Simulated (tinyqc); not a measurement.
Alloy A(1-x)B(x) by interpolation with bowing: one step. Shares of the electrons in the valleys. Three cases, with inputs chosen for the exercise.

Question. Non-degenerate: n_i proportional to md_i^(3/2) exp(-E_i/kT).

Constants: kB = 8.617333262e-05 eV/K.

Case 1.

Values chosen (out of a larger set: A near GaAs, B near GaP; not measured data): md = (0.0971, 0.84, 0.57) m0 (density-of-states masses of Gamma, all X and all L valleys); T = 77 K (temperature).

gaps (eV): Gamma 2.235587, X 2.113610, L 2.278659

Case 2.

Values chosen (out of a larger set: A near Ge, B near Si; not measured data): md = (0.0735, 1.01, 0.63) m0 (density-of-states masses of Gamma, all X and all L valleys); T = 300 K (temperature).

gaps (eV): Gamma 1.720418, X 0.949938, L 1.101620

Case 3.

Values chosen (out of a larger set: A near GaSb, B near GaAs; not measured data): md = (0.0381, 0.74, 0.48) m0 (density-of-states masses of Gamma, all X and all L valleys); T = 200 K (temperature).

gaps (eV): Gamma 0.833858, X 1.264354, L 0.993534

Give: md^(3/2); (E - E_min)/kT; shares.

Answer.

Case 1.

md^(3/2): Gamma 0.0303, X 0.7699, L 0.4303

(E - E_min)/kT: Gamma 18.38, X 0.00, L 24.87

shares: Gamma 0.000, X 1.000, L 0.000

X holds most electrons (100.0 %).

Case 2.

md^(3/2): Gamma 0.0199, X 1.0150, L 0.5000

(E - E_min)/kT: Gamma 29.80, X 0.00, L 5.87

shares: Gamma 0.000, X 0.999, L 0.001

X holds most electrons (99.9 %).

Case 3.

md^(3/2): Gamma 0.0074, X 0.6366, L 0.3326

(E - E_min)/kT: Gamma 0.00, X 24.98, L 9.26

shares: Gamma 0.996, X 0.000, L 0.004

Gamma holds most electrons (99.6 %).

Computed by tinyqc, one run a case: `OMP_NUM_THREADS=1 python tinyqc.py N N+1 out.jsonl` with N = 1050091, 1050134, 1050206; one thread of a shared Intel(R) Xeon(R) Processor @ 2.30GHz, about 0.01 s a run at most.
